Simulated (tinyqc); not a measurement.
Comparisons within one model: delta-doped layer in the Thomas-Fermi potential. A value that a table varies takes the place of the one given here.

All donors ionised in the plane z = 0, zero temperature, energies from the Fermi level EF of the Thomas-Fermi model, which lies at the bulk band edge; c = hbar^2/2m0, q = e^2/(4 pi eps0). gv = 4 equivalent valleys, m_d = sqrt(m3^3/mz) in the plane. With n = (gv/3 pi^2)(m3 (-V)/c)^(3/2) and V'' = -(4 pi q/eps) n for z > 0, the solution is V = -b/(|z| + z0)^4 with sqrt(b) = 20/K, K = (4 pi q/eps)(gv/3 pi^2)(m3/c)^(3/2), and z0^5 = 4b/(e F0), e F0 = 2 pi q N/eps; 1e13/cm^2 = 1e-3/angstrom^2. Exchange and correlation are left out.

Subbands solve -(c/m_z) psi'' + V psi = E psi on 1280 points of spacing z0/80; up to ten levels for each group, kept if bound with an rms width below 2.5 z0.

Constants: hbar^2/2m0 = 3.80998211 eV angstrom^2; e^2/(4 pi eps0) = 14.39964547 eV angstrom.

Parameters, chosen for this exercise (near those of a delta-doped layer in Ge; not measured data): m3 = 0.211 m0 (density-of-states mass of a valley); mz = 0.119 m0 (mass along z); eps = 15.7 (dielectric constant); Nl = (0.23, 0.46, 0.92, 1.6, 2.8, 4.6, 7.4) x 1e13/cm^2 (sheet densities); N = 2.3 x 1e13/cm^2 (donor sheet density).

## Doping density

The well, the lowest level and the filling anew; at zero temperature n_i = g m_d (mu - E_i)/(2 pi c), with mu fixed by sum n_i = N.

Results:
```
N (1e13/cm^2)  z0 (angstrom)  depth (eV)  lowest (eV)  next - lowest (eV)  occupied  share of lowest (%)
0.23                    78.2      0.0259      -0.0055                   -         1                100.0
0.46                    68.1      0.0451      -0.0110                   -         1                100.0
0.92                    59.3      0.0786      -0.0216                   -         1                100.0
1.6                     53.1      0.1224      -0.0369                   -         1                100.0
2.8                     47.5      0.1915      -0.0630                   -         1                100.0
4.6                     43.0      0.2848      -0.1007              0.0981         1                100.0
7.4                     39.1      0.4166      -0.1571              0.1496         2                 97.5
```

The depth grows as N^(4/5) and z0 shrinks as N^(-1/5): factors 16.1 and 2.00 for 32 times the doping. The lowest level deepens faster, with exponent 0.96, since the zero-point energy takes a smaller share of a deeper well (79 % falling to 62 %). The number of occupied subbands is 1 in the first row and 2 in the last. Up to N = 0.23 the donor spacing exceeds 1.5 Bohr radii (one radius, a0 eps/m with the density-of-states mass, is 39 angstrom), where a uniform sheet is a crude picture of discrete donors (beyond about three radii electrons stay on single donors).

## What each parameter does

z0, depth, lowest level and its rms width. Each row changes one parameter from the base and keeps the others.

Results:
```
case                  z0 (angstrom)  depth (eV)  lowest (eV)  rms z (angstrom)
base                          49.36      0.1636      -0.0523             21.80
N = 1.38 x 1e13/cm^2          54.67      0.1087      -0.0320             27.17
eps = 14.1                    46.28      0.1708      -0.0528             21.47
m3 = 0.243 m0                 45.35      0.1503      -0.0434             23.21
mz = 0.101 m0                 49.36      0.1636      -0.0490             23.96
```

The largest shifts from the base row, up to three for each result and ties (the steps differ in size, so this ranks the rows, not the parameters). z0 (angstrom): N +5.31, m3 -4.01, eps -3.08; unchanged at the printed digits by mz. depth (eV): N -0.0549, m3 -0.0133, eps +0.0072; unchanged at the printed digits by mz. lowest (eV): N +0.0202, m3 +0.0089, mz +0.0033. rms z (angstrom): N +5.37, mz +2.16, m3 +1.41.

tinyqc: `OMP_NUM_THREADS=1 python tinyqc.py 1251832 1251833 out.jsonl`; about 0.05 s, one thread, shared Intel(R) Xeon(R) Processor @ 2.30GHz.
